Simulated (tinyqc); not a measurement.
Atomic layer deposition: Langmuir saturation, growth per cycle and coating of deep features: one step, computed by the program tinyqc.

Precursor A sticks only on free sites, so a long enough pulse saturates; co-reactant B then frees the sites again.

Question. Steady growth per cycle. One cycle from coverage th0: pulse A gives th1 = th_s + (th0 - th_s) exp(-(k_a + k_d) t), th_s = k_a/(k_a + k_d); the purge leaves th2 = th1 exp(-k_d t_p); pulse B converts c_B th2 into film and leaves th3 = (1 - c_B) th2. Growth = G c_B th2. The periodic state has th0 = th3: th0 = (1 - c_B) e_p th_s (1 - e_a)/(1 - (1 - c_B) e_p e_a), with e_a = exp(-(k_a + k_d) t), e_p = exp(-k_d t_p). Share of impinging molecules used = q (th1 - th0)/(F t).

Inputs (values chosen for the exercise, modelled on titanium nitride from the chloride and ammonia):

| quantity | value | unit |
|---|---|---|
| site density q | 2.1 | 1/nm^2 |
| growth per cycle at saturation G | 0.37 | angstrom |
| temperature T | 175 | C |
| pulse time t | 0.0013 | s |
| co-reactant completion per pulse c_B | 0.9 | - |
| purge time t_p | 5.7 | s |

k_a = 2124.042 1/s

k_d = 2.783106e-06 1/s

flux F = 117381.2 1/(nm^2 s)

Give: coverage after pulse A; growth per cycle; share of impinging molecules used.

Answer.

coverage after pulse A = 0.9427

growth per cycle = 0.3139 angstrom

share of impinging molecules used = 0.01168

The pulse is 2.76 filling times long: not fully saturated, so thickness still depends somewhat on the local dose. Caution: common pulse valves need about 10 ms, so a pulse this short is formal.
